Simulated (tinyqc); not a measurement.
What moves the results: carrier statistics of a doped semiconductor with parabolic bands. A value that a table varies takes the place of the one given here.

Eg(T) = Eg0 - al T^2/(T + be); m_de = Mv^(2/3) (ml mt^2)^(1/3); m_dh = (mhh^(3/2) + mlh^(3/2))^(2/3); Nc and Nv from N = 2 (m kB T/(4 pi c))^(3/2) with c = hbar^2/2m0, in 1/angstrom^3; times 1e24 for 1/cm^3.

Energies are counted from Ev, so Ec = Eg. n = Nc F_1/2((EF - Eg)/kT), p = Nv F_1/2(-EF/kT), ND+ = ND/(1 + 2 exp((EF - Eg + ED)/kT)), NA- = NA/(1 + 4 exp((EA - EF)/kT)); neutrality asks p + ND+ = n + NA-. F_j(eta) = (1/Gamma(j + 1)) integral_0^infinity x^j dx/(1 + exp(x - eta)), which tends to exp(eta) for eta << 0.

Constants: hbar^2/2m0 = 3.80998211 eV angstrom^2; kB = 8.617333262e-05 eV/K.

Parameters, chosen for this exercise (near those of InSb; the results hold for these values, not for the real material): Eg0 = 0.2339 eV (gap at 0 K); al = 0.000319 eV/K (Varshni alpha); be = 166 K (Varshni beta); ml = 0.0133 m0 (longitudinal electron mass); mt = 0.0133 m0 (transverse electron mass); Mv = 1 (equivalent valleys); mhh = 0.431 m0 (heavy-hole mass); mlh = 0.0148 m0 (light-hole mass); ND = 3.5e+12 1/cm^3 (donors); NA = 1e+16 1/cm^3 (acceptors); ED = 0.001 eV (donor level below Ec); EA = 0.0097 eV (acceptor level above Ev); T = 300 K.

## Temperature

Neutrality solved at each temperature; ni = sqrt(Nc Nv) exp(-Eg/2kT).

Carriers (1/cm^3):

| T (K) | EF (eV) | n | p | majority / \|ND - NA\| | ni | Eg (eV) |
|---|---|---|---|---|---|---|
| 10 | 0.0061 | <1e-99 | 3.57e+13 | 0.00357 | 4.07e-44 | 0.2337 |
| 20 | 0.0083 | 1.40e-42 | 9.94e+14 | 0.0995 | 3.73e-14 | 0.2332 |
| 40 | 0.0146 | 8.91e-13 | 5.06e+15 | 0.506 | 67.3 | 0.2314 |
| 77 | 0.0310 | 853 | 8.61e+15 | 0.862 | 2.72e+09 | 0.2261 |
| 120 | 0.0543 | 1.31e+09 | 9.49e+15 | 0.949 | 3.53e+12 | 0.2178 |
| 200 | 0.1029 | 7.93e+13 | 9.90e+15 | 0.990 | 8.87e+14 | 0.1990 |
| 300 | 0.1481 | 1.34e+16 | 2.32e+16 | 2.32 | 1.87e+16 | 0.1723 |
| 400 | 0.1674 | 7.57e+16 | 8.53e+16 | 8.53 | 1.00e+17 | 0.1437 |
| 500 | 0.1859 | 1.95e+17 | 2.05e+17 | 20.5 | 3.00e+17 | 0.1142 |
| 600 | 0.2057 | 3.67e+17 | 3.76e+17 | 37.6 | 6.58e+17 | 0.0840 |

Ionisation is incomplete: the majority density is below 90 % of the net doping at 10, 20, 40 and 77 K, down to a share of 0.0036. It is within 10 % of the net doping at 120 and 200 K. At 300, 400, 500 and 600 K thermal pairs lift it more than 10 % above the net doping; ni has reached 6.58e+17 1/cm^3 at 600 K against a net doping of 1.00e+16. For so narrow a gap the hottest rows are formal: EF can enter a band, where the Boltzmann ni is too large, and the crystal may melt. EF goes from 0.006 eV to 0.206 eV, where midgap is 0.042 eV and the intrinsic level (Boltzmann) 0.177 eV.

## Doping level

Only acceptors are present (ND = 0); eta is the distance of EF beyond the valence edge in units of kT.

Neutral state:

| NA (1/cm^3) | EF (eV) | majority (1/cm^3) | ionised share | eta |
|---|---|---|---|---|
| 1.0e+14 | 0.1556 | 1.74e+16 | 0.986 | -6.02 |
| 1.0e+15 | 0.1549 | 1.78e+16 | 0.986 | -5.99 |
| 1.0e+16 | 0.1481 | 2.32e+16 | 0.981 | -5.73 |
| 1.0e+17 | 0.1112 | 9.62e+16 | 0.927 | -4.30 |
| 1.0e+18 | 0.0612 | 6.48e+17 | 0.647 | -2.37 |
| 3.0e+18 | 0.0410 | 1.37e+18 | 0.456 | -1.59 |
| 1.0e+19 | 0.0209 | 2.78e+18 | 0.278 | -0.81 |
| 3.0e+19 | 0.0034 | 4.92e+18 | 0.164 | -0.13 |

The impurity level lies at 0.0097 eV. The ionised share falls from 0.986 to 0.164 as EF passes through it between 1e+19 and 3e+19 1/cm^3 (share 1/5 there); it is below one half from 3e+18 1/cm^3 on. Over the last two rows the doping grows threefold and the majority density by a factor 1.77. EF comes within 3 kT of the majority band edge from 1e+18 1/cm^3 on. With a gap of only 6.7 kT the crystal is intrinsic at low doping, and EF can lie near or inside the band with the lighter mass. Above roughly 6e+17 1/cm^3 (N^(1/3) a = 0.26, with the radius a = sqrt(c/(m E)) from the ionisation energy E and the mass mhh) the levels merge with the band and real ionisation is complete; sharp levels then overstate freeze-out.

## What each input does

Neutrality solved anew for each case. Each row changes one parameter from the base and keeps the others.

Results:

| case | EF (eV) | n (1/cm^3) | p (1/cm^3) |
|---|---|---|---|
| base | 0.1481 | 1.34e+16 | 2.32e+16 |
| T = 320 K | 0.1526 | 2.13e+16 | 3.11e+16 |
| ND = 1.75e+12 1/cm^3 | 0.1481 | 1.34e+16 | 2.32e+16 |
| NA = 5e+15 1/cm^3 | 0.1518 | 1.52e+16 | 2.01e+16 |
| Eg0 = 0.2839 eV | 0.1621 | 3.63e+15 | 1.35e+16 |
| mt = 0.016 m0 | 0.1463 | 1.51e+16 | 2.49e+16 |
| mhh = 0.5172 m0 | 0.1527 | 1.56e+16 | 2.55e+16 |
| EA = 0.0146 eV | 0.1481 | 1.34e+16 | 2.32e+16 |

The largest shifts from the base row, up to three for each result and ties (the steps differ in size, so this ranks the rows, not the parameters). EF (eV): Eg0 +0.0140, mhh +0.0046, T +0.0045; unchanged at the printed digits by ND and EA. n (1/cm^3): Eg0 -9.75e+15, T +7.93e+15, mhh +2.27e+15; unchanged at the printed digits by ND and EA. p (1/cm^3): Eg0 -9.67e+15, T +7.90e+15, NA -3.09e+15; unchanged at the printed digits by ND and EA.

Computed by tinyqc, a small Python program: `OMP_NUM_THREADS=1 python tinyqc.py 1650659 1650660 out.jsonl` (the numbers bound the seed that draws the inputs); one thread of a shared host (Intel(R) Xeon(R) Processor @ 2.30GHz), about 0.01 s for the whole set of steps.
